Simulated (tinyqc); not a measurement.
Inside a calculation. Model: lossy on-chip transmission line with skin effect.

Program tinyqc, `OMP_NUM_THREADS=1 python tinyqc.py 2810147 2810148 out.jsonl`; Intel Xeon 2.30GHz, shared host, one thread, about 0.01 s. Printed values are rounded.

A uniform line in a homogeneous dielectric: c = sqrt(er)/(c0 Z0), l = Z0 sqrt(er)/c0 (c0 = 299792458 m/s), g = w c td, w = 2 pi f. The resistance joins its limits as r = sqrt(r_dc^2 + r_hf^2), with r_dc = rho/(wd th), r_hf = kr rho/(2 delta (wd + th)), delta = sqrt(rho/(pi f mu0)), mu0 = 4 pi 1e-7 H/m; this is an interpolation, and internal inductance, up to 0.05 nH/mm at low frequency, is neglected.

Inputs (values chosen for the exercise):
- wd = 2.2 um (width of the strip)
- th = 0.87 um (thickness of the strip)
- rho = 1.8 uohm cm (resistivity)
- er = 2.7 (relative permittivity)
- td = 0.01 (loss tangent)
- Z0 = 50 ohm (lossless impedance sqrt(l/c))
- kr = 1.5 (factor for crowding and the return path)
- len = 4.5 mm (length)
- Rg = 25 ohm (source resistance)
- RL = 1e5 ohm (load resistance)
- CL = 20 fF (load capacitance)
- f = 5.5 GHz (frequency)

## Line constants

delta, r_dc, r_hf, r, l, c and g as defined.

delta = 0.910490 um
r_dc = 9.40439 ohm/mm
r_hf = 4.82970 ohm/mm
r = 10.5721 ohm/mm
l = 0.274051 nH/mm
c = 109.620 pF/m
g = 0.0378821 S/m

r is 1.12 times r_dc; the skin depth is 1.05 of the thickness.

## Propagation constant and impedance

gamma = sqrt((r + i w l)(g + i w c)) = alpha + i beta, Zc = sqrt((r + i w l)/(g + i w c)), roots with positive real part; loss 8.685889638 alpha in dB; phase velocity w/beta.

gamma len = 0.430395+0.950592i
Zc = 56.0101-24.6876i ohm
loss = 0.830748 dB/mm
phase velocity over c0 = 0.545683
r/(w l) = 1.11631

r exceeds w l, so the line behaves mainly as an RC line at this frequency.

## Reflection, input impedance and transfer

ZL = 1/(1/RL + i w CL); reflection (ZL - Zc)/(ZL + Zc); Zin = Zc (ZL + Zc tanh(gamma len))/(Zc + ZL tanh(gamma len)); H = V_load/V_source = [Zin/(Zin + Rg)]/[cosh(gamma len) + (Zc/ZL) sinh(gamma len)].

ZL = 20.93-1446.56i ohm
reflection at the load = 0.962561-0.074182i
Zin = 18.9061-41.9856i ohm
H = 0.610954-0.859015i
|H| = 0.457807 dB
